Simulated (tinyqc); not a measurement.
Width and zero-phonon weight against temperature: configuration-coordinate model of a defect: Huang-Rhys factor and luminescence line shape. Computed by tinyqc, a small Python program. Command: `OMP_NUM_THREADS=1 python tinyqc.py 3031191 3031192 out.jsonl ccline walk`. One thread of a shared host (Intel(R) Xeon(R) Processor @ 2.30GHz), about 0.02 s of CPU time with the checks.

Ground state E_g(Q) = (1/2) omega_g^2 Q^2; excited state E_e(Q) = E_0 + (1/2) omega_e^2 (Q - dQ)^2 with omega_e = omega_g and E_0 = E_ZPL. Q is mass-weighted; the dipole does not depend on Q (Condon approximation).

Inputs (values chosen for the exercise, for a model defect in a wide-gap host): zero-phonon energy E_ZPL = 2.04 eV; displacement dQ = 0.677 u^(1/2) angstrom; ground-state phonon hbar omega_g = 44 meV.

Modes: equal frequencies in both states.

Constants: hbar^2/u = 4.18015928e-03 eV angstrom^2; k_B = 8.617333262e-05 eV/K.

Method:
- S = hbar omega dQ^2/(2 hbar^2/u) for each state; relaxation energy S hbar omega; absorption at E_0 + S_e hbar omega_e, emission at E_0 - S_g hbar omega_g; the Stokes shift is their difference.
- Overlaps <m_e|n_g> of harmonic-oscillator functions (Hermite recursion, positive leading coefficients) by a sum over an even grid (700 points from x = -9 to 9 + d for the small table, 1500 points from -16 to 16 + d for the thermal sums), with x = Q sqrt(omega_g/hbar), d = sqrt(2 S_g) and frequency ratio omega_e/omega_g.
- Initial levels m = 0..24 carry Boltzmann weights exp(-m hbar omega_e/k_B T), normalised; final levels n = 0..79; a line lies at E_ZPL + m hbar omega_e - n hbar omega_g with weight w_m <m|n>^2. Moments are taken over these weights without the E^3 factor; FWHM = 2 sqrt(2 ln 2) x standard deviation; the zero-phonon weight is the sum of w_m <m|m>^2.
- For comparison: FWHM(0) sqrt(coth(hbar omega_e/2 k_B T)) with FWHM(0) from the first row, and exp(-S_g coth(hbar omega_e/2 k_B T)).

S_g = 2.41217

Against temperature:
```
T (K)  mean energy (eV)  FWHM (eV)  coth law (eV)  zero-phonon weight  exp(-S coth)
26               1.9339    0.16092        0.16092             0.08962    8.9621e-02
77               1.9339    0.16113        0.16113             0.08974    8.9052e-02
150              1.9339    0.16636        0.16636             0.09247    7.5923e-02
260              1.9339    0.18534        0.18534             0.09991    4.0779e-02
410              1.9339    0.21640        0.21640             0.10540    1.2753e-02
610              1.9339    0.25582        0.25582             0.10510    2.2515e-03
870              1.9339    0.30127        0.30127             0.10026    2.1290e-04
```

What does the comparison show, and why?

The width grows by a factor 1.87, flat while k_B T is well below hbar omega and as sqrt(T) above; for equal frequencies the coth law is exact. The mean energy stays fixed, as it must for equal frequencies. The zero-phonon weight goes from 0.0896 to 0.100; the single exponential assumes equal frequencies, leaves out lines that absorb and emit the same number of phonons, and falls to 2.13e-4. The rise of the weight is a feature of one sharp mode; with a spread of mode energies those lines leave the zero-phonon energy and the weight falls.
